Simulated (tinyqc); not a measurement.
Adding salt: a particle near a wafer in liquid: double-layer and van der Waals forces (DLVO), deposition barrier and removal. Computed by tinyqc, a small Python program. Command: `OMP_NUM_THREADS=1 python tinyqc.py 3114386 3114387 out.jsonl dlvo walk`. One thread of a shared host (Intel(R) Xeon(R) Processor @ 2.30GHz), about 0.01 s of CPU time with the checks.

Sphere and flat wall, Derjaguin approximation, constant potentials in the linear-superposition form, no retardation and no hydration force.

Inputs (values chosen for the exercise, of the order of those for silica on silica in water):
```
quantity                             value   unit
particle radius R                       80     nm
Hamaker constant A                 5.3e-21      J
potential of the particle psi_1        -41     mV
potential of the wafer psi_2           -53     mV
salt concentration c               0.00016  mol/L
valence z of the symmetric salt          2      -
temperature T                          298      K
dielectric constant of the liquid     78.4      -
```

Constants: e = 1.602176634e-19 C; N_A = 6.02214076e+23 1/mol; eps_0 = 8.8541878128e-12 F/m; k_B = 1.380649e-23 J/K; k_B = 8.617333262e-05 eV/K.

Method:
- kappa^2 = 2 z^2 e^2 N_A (1000 c)/(eps eps_0 k_B T); gamma_i = tanh(z e psi_i/(4 k_B T)); Z = 64 pi eps eps_0 (k_B T/(z e))^2 gamma_1 gamma_2.
- The barrier height is zero when U = 0 and F = 0 together: kappa h = 1 and kappa = 6 Z/(e A), e = 2.718282 here; c follows from kappa^2, with the potentials held fixed.
- U(h) = Z R exp(-kappa h) - A R/(6 h); F(h) = -dU/dh = kappa Z R exp(-kappa h) - A R/(6 h^2), positive for repulsion.
- F = 0 reads x^2 exp(-x) = y with x = kappa h and y = A kappa/(6 Z); the left side peaks at x = 2 with 4/e^2 = 0.5413, so roots exist for smaller y: x < 2 is the barrier, x > 2 the secondary minimum.
- kappa scales as sqrt(c); potentials are held fixed. A dash marks rows without a maximum.

critical concentration = 0.559603 mol/L

kappa = 0.0832355 1/nm

Z = 11.8197 pN

Against the concentration:
```
c (mol/L)  Debye length (nm)  barrier at (nm)  barrier (k_B T)  minimum at (nm)  minimum (k_B T)
5.60e-05              20.308           1.2711           202.37       2.0839e+02      -7.4390e-02
5.60e-04               6.422           0.7335           181.60       5.6537e+01      -2.6929e-01
5.60e-03               2.031           0.4334           146.03       1.4763e+01      -1.0034e+00
2.80e-02               0.908           0.3088           107.96       5.5589e+00      -2.5850e+00
1.12e-01               0.454           0.2399            63.91       2.2880e+00      -6.0170e+00
2.80e-01               0.287           0.2118            28.83       1.2152e+00      -1.0794e+01
5.04e-01               0.214           0.2034             4.42       7.7742e-01      -1.6010e+01
8.39e-01               0.166           0.2091           -16.97       4.9509e-01      -2.3066e+01
1.68e+00               0.117                -                -                -                -
```

At low salt the barrier tends to Z R = 230 k_B T; it is half of that between 0.0056 and 0.028 mol/L and changes sign at 0.56 mol/L, while the secondary minimum deepens to -16 k_B T at 0.9 of that.

Extremes, crossings and ranges named in words are read from the listed rows.
